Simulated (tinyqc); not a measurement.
Scale length and length offset from two DIBL values.

Inverse problem. DIBL = exp(-Le/(2 l)) + 2 exp(-Le/l) with Le = L - dL. Find l, dL and the drawn length for a DIBL of 100 mV/V.

DIBL at drawn lengths 47 and 85 nm (mV/V): 93.117537  9.4337334

Answer. With e = exp(-Le/(2 l)), 2 e^2 + e = DIBL gives e and so Le/l at each length; Le/l is a straight line in L with slope 1/l.

l = 8.80 nm
dL = 2.60 nm
length for 100 mV/V = 45.9 nm

Numbers from tinyqc (`OMP_NUM_THREADS=1 python tinyqc.py 2002145 2002146 out.jsonl`; about 0.01 s on one thread of a shared Intel Xeon 2.30GHz).
